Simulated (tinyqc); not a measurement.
sp3s* tight binding: one step. The Hamiltonian without spin-orbit coupling.

sp3s* tight binding, nearest neighbours only: anion (a) at 0, cation (c) at a/4 (1,1,1), orbitals s, px, py, pz, s* on each; k in units of 2 pi/a. With phases e_j = exp(i (pi/2) k.n_j) for n = (1,1,1), (1,-1,-1), (-1,1,-1), (-1,-1,1): g0 = (e1+e2+e3+e4)/4, g1 = (e1+e2-e3-e4)/4, g2 = (e1-e2+e3-e4)/4, g3 = (e1-e2-e3+e4)/4. The diagonal holds the levels Esa, Epa, Exa (s*) and Esc, Epc, Exc. Anion-cation block: <sa|sc> = Vss g0; <sa|xc> = Vsapc g1; <xa|sc> = -Vscpa g1; <xa|xc> = Vxx g0; <xa|yc> = <ya|xc> = Vxy g3, <xa|zc> = <za|xc> = Vxy g2, <ya|zc> = <za|yc> = Vxy g1; <s*a|xc> = Vxapc g1; <xa|s*c> = -Vpaxc g1; y and z take g2 and g3 in place of g1; s-s* and s*-s* vanish.

Inputs chosen for the exercise (near a published set for GaSb, fitted to gaps, whose masses and valley positions are rough; shifted at random, so the results belong to these values and not to a real crystal):
```
symbol  value   unit  meaning
Esa     -7.387  eV    s level of the anion
Epa     0.85    eV    p level of the anion
Esc     -3.852  eV    s level of the cation
Epc     2.908   eV    p level of the cation
Exa     6.602   eV    s* level of the anion
Exc     6.046   eV    s* level of the cation
Vss     -6.142  eV    s-s
Vxx     1.555   eV    px-px
Vxy     4.071   eV    px-py
Vsapc   5       eV    s anion, p cation
Vscpa   4.734   eV    s cation, p anion
Vxapc   4.957   eV    s* anion, p cation
Vpaxc   4.273   eV    p anion, s* cation
```

g0, g1, g2, g3: 0.6902578-0.1024571i  -0.1935078+0.3654727i  -0.1935078+0.3654727i  -0.1935078+0.3654727i

Task: Fill in the 10 x 10 matrix.

Give: H(k).

Result:

H(k) (eV):
```
                  sa               xa               ya               za              s*a               sc
sa           -7.3870                0                0                0                0  -4.2396+0.6293i
xa                 0           0.8500                0                0                0   0.9161-1.7301i
ya                 0                0           0.8500                0                0   0.9161-1.7301i
za                 0                0                0           0.8500                0   0.9161-1.7301i
s*a                0                0                0                0           6.6020                0
sc   -4.2396-0.6293i   0.9161+1.7301i   0.9161+1.7301i   0.9161+1.7301i                0          -3.8520
xc   -0.9675-1.8274i   1.0734+0.1593i  -0.7878-1.4878i  -0.7878-1.4878i  -0.9592-1.8116i                0
yc   -0.9675-1.8274i  -0.7878-1.4878i   1.0734+0.1593i  -0.7878-1.4878i  -0.9592-1.8116i                0
zc   -0.9675-1.8274i  -0.7878-1.4878i  -0.7878-1.4878i   1.0734+0.1593i  -0.9592-1.8116i                0
s*c                0   0.8269+1.5617i   0.8269+1.5617i   0.8269+1.5617i                0                0

                  xc               yc               zc             s*c
sa   -0.9675+1.8274i  -0.9675+1.8274i  -0.9675+1.8274i               0
xa    1.0734-0.1593i  -0.7878+1.4878i  -0.7878+1.4878i  0.8269-1.5617i
ya   -0.7878+1.4878i   1.0734-0.1593i  -0.7878+1.4878i  0.8269-1.5617i
za   -0.7878+1.4878i  -0.7878+1.4878i   1.0734-0.1593i  0.8269-1.5617i
s*a  -0.9592+1.8116i  -0.9592+1.8116i  -0.9592+1.8116i               0
sc                 0                0                0               0
xc            2.9080                0                0               0
yc                 0           2.9080                0               0
zc                 0                0           2.9080               0
s*c                0                0                0          6.0460
```

Computed by tinyqc, a small Python program: `OMP_NUM_THREADS=1 python tinyqc.py 1480026 1480027 out.jsonl` (the numbers bound the seed that draws the inputs); one thread of a shared host (Intel(R) Xeon(R) Processor @ 2.30GHz), about 0.2 s for the whole set of steps.
